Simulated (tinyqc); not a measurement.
Off-state leakage of single and stacked transistors: one step of the calculation.

n-channel devices of unit width. Subthreshold current I(Vg, Vs, Vd) = I0 (T/300 K)^0.5 exp[(Vg - Vs - VT(T) - gb (Vs - Vb) + dd (Vd - Vs))/(nf Vt)] (1 - exp(-(Vd - Vs)/Vt)), VT(T) = VT - cT (T - 300 K). Gate-edge tunnelling Ig (Vd/1 V) exp(ag (Vd - 1 V)), for a gate at 0 V, and band-to-band leakage Ab u exp(-Bb/u), u = Vd - Vb + 1 V, flow at a drain held at V; both are taken as independent of T. In a stack of off transistors (all gates at 0 V) the same subthreshold current passes through each.

Task. Leakage of one transistor. Vg = Vs = 0, Vd = V; effective threshold VT(T) - gb Vb - dd V.

Values chosen for this exercise; values of the order met in bulk silicon logic transistors:
- T = 378 K (temperature)
- V = 0.8 V (supply voltage)
- VT = 0.42 V (threshold at 300 K, zero drain and body bias)
- cT = 0.5 mV/K (fall of the threshold with temperature)
- I0 = 0.5 uA/um (current at threshold at 300 K)
- nf = 1.41 (slope factor)
- dd = 0.04 (drain-induced lowering per volt)
- gb = 0.14 (rise of the threshold per volt of source-body bias)
- Ig = 0.0004 uA/um (gate-edge tunnelling current at 1 V)
- ag = 3.4 1/V (exponential slope of the gate current)
- Ab = 100 uA/(um V) (prefactor of band-to-band leakage at the drain)
- Bb = 22 V (its exponential voltage)
- Vb = 0 V (body voltage)

Constants: q = 1.602176634e-19 C, kB = 1.380649e-23 J/K, Vt = kB T/q. Results are converted to the units shown.

Give: effective threshold; parts; total; shares.

Result.

effective threshold = 0.3490 V
parts (nA/um): subthreshold 0.2812, gate edge 0.1621, band-to-band 0.8856
total = 1.329 nA/um
shares (%): subthreshold 21.16, gate edge 12.20, band-to-band 66.64

The band-to-band part is the largest.

tinyqc, about 0.03 s, one thread, Intel Xeon 2.30GHz (shared host): `OMP_NUM_THREADS=1 python tinyqc.py 2242107 2242108 out.jsonl`
